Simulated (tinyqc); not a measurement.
Lossy interposer transmission line with skin effect: one step of the calculation.

A uniform line in a homogeneous dielectric: c = sqrt(er)/(c0 Z0), l = Z0 sqrt(er)/c0 (c0 = 299792458 m/s), g = w c td, w = 2 pi f. The resistance joins its limits as r = sqrt(r_dc^2 + r_hf^2), with r_dc = rho/(wd th), r_hf = kr rho/(2 delta (wd + th)), delta = sqrt(rho/(pi f mu0)), mu0 = 4 pi 1e-7 H/m; this is an interpolation, and internal inductance, up to 0.05 nH/mm at low frequency, is neglected.

Problem. Propagation constant and impedance. gamma = sqrt((r + i w l)(g + i w c)) = alpha + i beta, Zc = sqrt((r + i w l)/(g + i w c)), roots with positive real part; loss 8.685889638 alpha in dB; phase velocity w/beta.

Parameters, values chosen for the exercise:
```
symbol  value  unit    meaning
len        16    mm     length
f         1.5   GHz  frequency
```

r = 16.357514 ohm/mm
l = 0.43331247 nH/mm
c = 77.033328 pF/m
g = 0.0036301101 S/m

Find: gamma len; Zc; loss; phase velocity over c0; r/(w l).

Solution.

gamma len = 1.0931+1.3924i
Zc = 120.33-93.50i ohm
loss = 0.59341 dB/mm
phase velocity over c0 = 0.36125
r/(w l) = 4.0054

r exceeds w l, so the line behaves mainly as an RC line at this frequency.

Program tinyqc, `OMP_NUM_THREADS=1 python tinyqc.py 2810135 2810136 out.jsonl`; Intel Xeon 2.30GHz, shared host, one thread, about 0.01 s.
